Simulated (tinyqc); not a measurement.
# Schottky emission and Poole-Frenkel conduction in an insulator, and how to tell them apart: effect of temperature

Schottky emission (electrode-limited): J = As T^2 exp[-(pb - b sqrt(F))/Vt], b = sqrt(q/(4 pi eps0 ei)). Poole-Frenkel emission (bulk-limited): J = s0 F exp[-(pt - 2 b sqrt(F))/Vt]. F in V/cm.

Both formulas at the same field.

Parameters, values chosen for the exercise; dielectric values close to those of zirconium oxide: high-frequency relative permittivity ei = 5.05; trap depth pt = 1.28 eV; Poole-Frenkel prefactor s0 = 0.34 S/cm; electrode barrier pb = 1.17 eV; Richardson constant As = 39 A/(cm^2 K^2); field F = 1.5 MV/cm.

Constants: q = 1.602176634e-19 C, kB = 1.380649e-23 J/K, Vt = kB T/q, eps0 = 8.8541878128e-14 F/cm where lengths are in cm. Results are converted to the units shown.

Effect of temperature:
```
T (K)	J, Schottky (A/cm^2)	J, Poole-Frenkel (A/cm^2)	ratio
225	5.2598e-16	2.0026e-14	0.026264
260	5.6338e-13	8.2025e-12	0.068685
300	2.3145e-10	1.4226e-9	0.16269
340	2.3813e-8	7.3348e-8	0.32465
380	9.4685e-7	1.6489e-6	0.57423
420	1.9047e-5	2.0489e-5	0.92961
475	5.3085e-4	3.2754e-4	1.6207
```

The Schottky current grows by 12.0 decades and the Poole-Frenkel current by 10.2, as their lowered barriers are 0.963 and 0.866 eV. A tunnelling current would hardly change over this range. For T = 225, 260, 300 a Fowler-Nordheim estimate for tunnelling through pb with a mass of 0.4 m0 exceeds the Schottky current, so tunnelling, left out here, would compete. For T = 225, 260 a Fowler-Nordheim estimate for tunnelling through pb with a mass of 0.4 m0 exceeds the Poole-Frenkel current, so tunnelling, left out here, would compete.

tinyqc, about 0.01 s, one thread, Intel Xeon 2.30GHz (shared host): `OMP_NUM_THREADS=1 python tinyqc.py 2370118 2370119 out.jsonl`
